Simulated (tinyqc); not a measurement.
# Phonon and roughness prefactors from two fields

Inverse problem. At 300 K and high field 1/mu = E^(1/3)/Ap + E^gs/As, E in MV/cm. Find Ap and As.

Inputs (values chosen for the exercise): exponent of the roughness term gs = 2.

mu at E = 0.6 and 1.24 MV/cm (cm^2/(V s)): 415.80057  240.06150

Answer. Two linear equations in 1/Ap and 1/As.

Ap = 414.0 cm^2/(V s)
As = 979.0 cm^2/(V s)

Program tinyqc, `OMP_NUM_THREADS=1 python tinyqc.py 2510087 2510088 out.jsonl`; Intel Xeon 2.30GHz, shared host, one thread, about 0.01 s.
